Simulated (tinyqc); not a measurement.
Changing the height L: global model of a low-pressure process discharge: electron temperature, density, ion flux and ion energy. Computed by tinyqc, a small Python program. Command: `OMP_NUM_THREADS=1 python tinyqc.py 3110860 3110861 out.jsonl plasma sweep`. One thread of a shared host (Intel(R) Xeon(R) Processor @ 2.30GHz), about 0.01 s of CPU time with the checks.

Maxwellian electrons with temperature T_e in eV, one positive ion, no negative ions, uniform bulk density n; rate constants have the Arrhenius form.

Inputs (values chosen for the exercise, of the order of those of an inductive discharge in a simple atomic gas): ion mass M = 32 u; ionisation prefactor K0 = 2.2e-14 m^3/s; ionisation energy E_iz = 17.4 eV; excitation prefactor X0 = 5.6e-15 m^3/s; excitation energy E_ex = 8.44 eV; elastic rate constant K_el = 5.1e-14 m^3/s; ion-neutral cross section = 1e-18 m^2; pressure p = 4.2 Pa; gas temperature T_g = 600 K; radius R = 19 cm; absorbed power P = 800 W.

Constants: k_B = 1.380649e-23 J/K; e = 1.602176634e-19 C; u = 1.6605390666e-27 kg; m_0 = 9.1093837015e-31 kg.

Method:
- n_g = p/(k_B T_g); lambda_i = 1/(n_g sigma); h_L = 0.86/sqrt(3 + L/(2 lambda_i)), h_R = 0.8/sqrt(4 + R/lambda_i); A_eff = 2 pi R^2 h_L + 2 pi R L h_R; d_eff = pi R^2 L/A_eff.
- Particle balance: K0 exp(-E_iz/T_e) n_g d_eff = u_B, u_B = sqrt(e T_e/M).
- Root found by bracketing.
- E_c = E_iz + (X0 exp(-E_ex/T_e) E_ex + K_el (3 m_0/M) T_e)/K_iz; wall potential V_s = (T_e/2) ln(M/(2 pi m_0)); E_T = E_c + 2 T_e + T_e/2 + V_s; n = P/(e u_B A_eff E_T); ion current density J = e h_L n u_B; ionised share n/n_g.

One run for each value:
```
height L (cm)  T_e (eV)  ion current density J (mA/cm^2)  plasma density n (1/cm^3)  d_eff (cm)
2.0               3.724                            5.077                  3.124e+11        3.21
3.1               3.282                            4.563                  3.469e+11        5.66
4.7               2.953                            3.900                  3.664e+11        9.69
7.2               2.686                            3.129                  3.679e+11       16.60
11.0              2.479                            2.362                  3.484e+11       27.37
17.0              2.320                            1.652                  3.077e+11       42.90
26.0              2.209                            1.087                  2.538e+11       61.06
40.0              2.133                            0.666                  1.947e+11       79.27
```

Describe the trends.

Over the rows, T_e (eV) falls from 3.72 to 2.13 (exponent d ln y / d ln x -0.29 between the first rows and -0.081 between the last); ion current density J (mA/cm^2) falls from 5.08 to 0.666 (exponent d ln y / d ln x -0.24 between the first rows and -1.1 between the last); plasma density n (1/cm^3) goes from 3.12e11 through a maximum among these rows, 3.68e11 at 7.20, to 1.95e11.

Caution (rows 11.0, 17.0, 26.0, 40.0): at so short an ion path the formulas for h_L and h_R give way to the ambipolar-diffusion limit.

Extremes, crossings and ranges named in words are read from the listed rows.
